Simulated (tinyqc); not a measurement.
Undoped gate-all-around wire MOSFET, analytic charge model: two steps of the calculation.

An undoped round wire of radius R under an insulator shell and a surrounding gate; long channel, electrons only, n = ni exp((psi - V)/Vt) with V the quasi-Fermi potential (0 at the source, Vd at the drain), constant mobility, no quantisation. The radial Poisson equation gives n(r) = n(0)/(1 - (1 - b) r^2/R^2)^2 with b = Q0/(Q + Q0). Q is the electron charge per area of the wire surface.

Parameters, values chosen for the exercise; material values close to those of germanium:
```
symbol,value,unit,meaning
T,325,K,temperature
R,15,nm,wire radius
mu,430,cm^2/(V s),channel mobility
L,2,um,gate length
Vg,0.75,V,gate voltage
Vd,0.1,V,drain voltage
```

Constants: q = 1.602176634e-19 C, kB = 1.380649e-23 J/K, Vt = kB T/q. Results are converted to the units shown.

Question 1. Charge at the source by Newton steps. With V = 0: f = Q/Cox + Vt ln(Q/Q0) + Vt ln(1 + Q/Q0) - (Vg - V0); f' = 1/Cox + Vt/Q + Vt/(Q + Q0); Q(new) = Q - f/f'.

Q after iteration 1 = 120.07821 nC/cm^2
Cox = 1.1342834 uF/cm^2
Q0 = 103.81817 nC/cm^2
V0 = 0.37172351 V

Wanted: f; f'; Q after iteration 2.

Answer 1.

f = -0.2468 V
f' = 0.001240 V cm^2/nC
Q after iteration 2 = 319.1 nC/cm^2

Question 2. Drain current and line charge. Q solves Vg - V0 - V = Q/Cox + Vt ln(Q/Q0) + Vt ln(1 + Q/Q0). I = mu (2 pi R/L)[2 Vt (Qs - Qd) + (Qs^2 - Qd^2)/(2 Cox) + Vt Q0 ln((Qd + Q0)/(Qs + Q0))], with Qs at V = 0 and Qd at V = Vd. Electrons per length at the source: 2 pi R Qs/q; surface over centre density: (1 + Qs/Q0)^2.

Qs = 344.49884 nC/cm^2
Qd = 248.99429 nC/cm^2
Cox = 1.1342834 uF/cm^2
Q0 = 103.81817 nC/cm^2

Wanted: first term; second term; third term; I; electrons per length; surface over centre density.

Answer 2.

first term = 0.1084 uA
second term = 0.5063 uA
third term = -0.01411 uA
I = 0.6006 uA
electrons per length = 2.027 1/nm
surface over centre density = 18.65

The square-law term makes up 84.3 % of the current.

Numbers from tinyqc (`OMP_NUM_THREADS=1 python tinyqc.py 2460131 2460132 out.jsonl`; about 0.04 s on one thread of a shared Intel Xeon 2.30GHz).
